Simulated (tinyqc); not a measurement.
Order-disorder in a binary alloy on two sublattices: Bragg-Williams and pair (quasi-chemical) approximations. From one set of inputs to another, one input at a time. Computed by tinyqc, a small Python program. Command: `OMP_NUM_THREADS=1 python tinyqc.py 3010579 3010580 out.jsonl order ladder`. One thread of a shared host (Intel(R) Xeon(R) Processor @ 2.30GHz), about 0.01 s of CPU time with the checks.

All z = 8 neighbours of a site lie on the other sublattice. B fills the sublattices with x + eta/2 and x - eta/2; energies are per site, from the pure components: u = -z w y with y the probability of an A-B bond taken in one order.

The inputs printed are set A. Inputs not listed in the table keep their values of set A, so the rows need not describe a real material.

Inputs (values chosen for the exercise, for a model alloy): ordering energy w = (e_AA + e_BB)/2 - e_AB = 32.1 meV; fraction x of B = 0.38; temperature T = 729 K.

Lattice: bcc (B2 order, z = 8). Method: Newton steps.

scattering factors f_A, f_B (electrons): [28, 72]

Constants: k_B = 8.617333262e-05 eV/K.

Method:
- Bragg-Williams: u = -z w [x (1 - x) + eta^2/4]; minimising f gives ln[a (1 - b)/(b (1 - a))] = 2 z w eta/(k_B T) =: ln Q, a = x + eta/2, b = x - eta/2. For given Q this is a quadratic for eta, (Q - 1) eta^2/4 - (Q + 1) eta/2 + (Q - 1) x (1 - x) = 0, smaller root: the map eta -> phi(eta).
- Newton steps on phi(eta) - eta, with the slope by central differences of 1e-6; start at 0.999 times 2x; stop when |phi - eta| < 1e-10.
- a = x + eta/2, b = x - eta/2; u = -z w [x (1 - x) + eta^2/4]; s/k_B = [s2(a) + s2(b)]/2, s2(c) = -c ln c - (1 - c) ln(1 - c); gain on ordering = f(eta) - f(0), f = u - T s. Superlattice over fundamental intensity = [eta (f_B - f_A)/2]^2/[(1 - x) f_A + x f_B]^2.

Each row keeps all changes above it:
```
input moved                                       from    to  order parameter eta  B fraction on the A sublattice  energy u (meV/site)
set A                                                -     -              0.74644                         0.00678               -96.27
fraction x of B                                   0.38  0.46              0.90738                         0.00631              -116.65
temperature T (K)                                  729  1320              0.53485                         0.19258               -82.15
ordering energy w = (e_AA + e_BB)/2 - e_AB (meV)  32.1  55.4              0.90203                         0.00899              -200.24
```

Order parameter eta goes from 0.746 to 0.902, a factor 1.21 in all. The largest single move comes from temperature T (a factor 0.589), but it runs against the net change; the largest move in the direction of the net change is ordering energy w = (e_AA + e_BB)/2 - e_AB (a factor 1.69). B fraction on the A sublattice goes from 0.00678 to 0.00899, a factor 1.33 in all. The largest single move comes from temperature T (a factor 30.5), and ordering energy w = (e_AA + e_BB)/2 - e_AB works against it (a factor 0.0467). Energy u goes from -96.3 to -200, -104 in all. The largest single move comes from ordering energy w = (e_AA + e_BB)/2 - e_AB (-118), and temperature T works against it (+34.5). The single moves hold for this order of the switches; the total does not depend on the order.

Caution (rows temperature T): T is near or above the T_c of the better pair approximation, so the true long-range order is lower than Bragg-Williams gives.

Extremes, crossings and ranges named in words are read from the listed rows.
